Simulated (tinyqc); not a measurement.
## Capacitances against the relative permittivity between the lines

Endless row of lines of width wl, height tl and space sl between grounded planes at distance hd; e2 fills the gaps beside the lines, e1 the rest. Laplace's equation is solved on meshes of 3, 6 and 12 steps per unit u and extrapolated (Aitken), which is good to about 0.2 %. C_even (all lines at 1 V) is the capacitance Cg to the planes; C_odd (neighbours in antiphase) = Cg + 4 Cc if only nearest neighbours couple, which defines Cc; total with quiet neighbours Cg + 2 Cc. Plate values 2 eps0 e1 wl/hd and eps0 e2 tl/sl.

Inputs (values chosen for the exercise): relative permittivity above and below the lines e1 = 4.2; line width, in units u wl = 4 u; line height tl = 8 u; space between lines sl = 4 u; distance to each plane hd = 6 u.

Constants: eps0 = 8.8541878128e-12 F/m. Results are converted to the units shown.

The same in every row: plate Cg (aF/um) = 49.6.

Capacitances against the relative permittivity between the lines:

| e2 | Cg (aF/um) | Cc (aF/um) | Cg + 2 Cc (aF/um) | C_odd (aF/um) | plate Cc (aF/um) | share of coupling, 2 Cc/(Cg + 2 Cc) (%) |
|---|---|---|---|---|---|---|
| 1 | 89.7 | 33.9 | 157 | 225 | 17.7 | 43.0 |
| 1.5 | 90.8 | 42.7 | 176 | 262 | 26.6 | 48.5 |
| 2 | 91.6 | 51.6 | 195 | 298 | 35.4 | 53.0 |
| 2.5 | 92.3 | 60.5 | 213 | 334 | 44.3 | 56.7 |
| 3 | 92.9 | 69.3 | 232 | 370 | 53.1 | 59.9 |
| 3.9 | 93.7 | 85.3 | 264 | 435 | 69.1 | 64.5 |
| 5 | 94.5 | 105 | 304 | 513 | 88.5 | 68.9 |
| 7 | 95.4 | 140 | 376 | 656 | 124 | 74.6 |

As e2 goes from 1 to 7, Cg rises from 89.7 to 95.4 aF/um, Cc rises from 33.9 to 140 aF/um and the share of coupling rises from 43.0 to 74.6 %. Cg is 1.81 times its plate value in the first row and 1.92 times in the last; for Cc the ratios are 1.91 and 1.13. Neighbours in antiphase raise the load by a factor of 1.43 and 1.75 over quiet ones.

Computed by the program tinyqc: `OMP_NUM_THREADS=1 python tinyqc.py 2790161 2790162 out.jsonl`, one thread of a shared Intel Xeon 2.30GHz, about 0.9 s for the whole run.
